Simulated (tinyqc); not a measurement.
Hubbard chain of 4 sites, step by step. One step of it, computed by the program tinyqc.

Question. Mean-field iteration 2. H(up) = T + U n(down), H(down) = T + U n(up); fill the lowest levels; n(new) = n + mixing (n(out) - n); E = tr T (rho up + rho down) + U sum n_up n_down of the output.

one-body matrix (hopping and site energies) (eV):
```
           1          2          3          4
1   0.000000  -1.850000   0.000000   0.000000
2  -1.850000   0.000000  -1.850000   0.000000
3   0.000000  -1.850000   0.000000  -1.850000
4   0.000000   0.000000  -1.850000   0.000000
```

U = 6.200000 eV

electrons, up and down: 2  2

mixing = 1

n(up) after iteration 1: 1 0.608913, 2 0.426566, 3 0.573434, 4 0.391087

n(down) after iteration 1: 1 0.391087, 2 0.573434, 3 0.426566, 4 0.608913

Give: levels, up; levels, down; energy; n(up) after iteration 2; n(down) after iteration 2.

Answer.

levels, up (eV): 0.0570  1.8073  4.3927  6.1430

levels, down (eV): 0.0570  1.8073  4.3927  6.1430

energy = -2.3849 eV

n(up) after iteration 2: 1 0.6954, 2 0.3737, 3 0.6263, 4 0.3046

n(down) after iteration 2: 1 0.3046, 2 0.6263, 3 0.3737, 4 0.6954
